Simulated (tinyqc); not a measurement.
Channel resistance from two points of the on-state curve.

Inverse problem. In the p-i-n model Von = V1 + 2 Vt ln(J/(1 A/cm^2)) + J Rch, with V1 independent of J. Find Rch and V1.

Parameters, values chosen for the exercise: temperature T = 400 K.

Constants: q = 1.602176634e-19 C, kB = 1.380649e-23 J/K, Vt = kB T/q. Results are converted to the units shown.

Von at J = 100 and 300 A/cm^2 (V): 1.2215514  1.6372883

Answer. Remove the logarithmic junction term; the rest is linear in J.

Rch = 1.700 mohm cm^2
V1 = 0.7341 V

tinyqc, about 0.01 s, one thread, Intel Xeon 2.30GHz (shared host): `OMP_NUM_THREADS=1 python tinyqc.py 2590009 2590010 out.jsonl`
